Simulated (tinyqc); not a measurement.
# Barrier and mass from two Fowler-Nordheim currents

Problem. Fowler-Nordheim tunnelling through a dielectric follows J = A F^2 exp(-B/F), A = q^2 me/(16 pi^2 hbar m1 phi1) (A/V^2 with phi1 in volts), B = (4/3) sqrt(m1/C) phi1^1.5 (V/nm), C = hbar^2/(2 m0). Find B, A, phi1 and m1.

Parameters, values chosen for the exercise: emitter mass in the supply function me = 1 m0.

Constants: q = 1.602176634e-19 C, hbar = 1.054571817e-34 J s, m0 = 9.1093837015e-31 kg, hbar^2/(2 m0) = 0.0380998212 eV nm^2. Results are converted to the units shown.

J at F = 0.73 and 1.16 V/nm (A/cm^2): [2.7239606e-9, 0.0074780820]

Answer. The slope of ln(J/F^2) against 1/F is -B and the intercept gives A. A fixes the product m1 phi1, and B = (4/3) phi1 sqrt(m1 phi1/C) then gives phi1.

B = 27.37 V/nm
A = 9.831e-7 A/V^2
phi1 = 3.200 eV
m1 = 0.4900 m0

Computed by the program tinyqc: `OMP_NUM_THREADS=1 python tinyqc.py 2540006 2540007 out.jsonl`, one thread of a shared Intel Xeon 2.30GHz, about 0.04 s for the whole run.
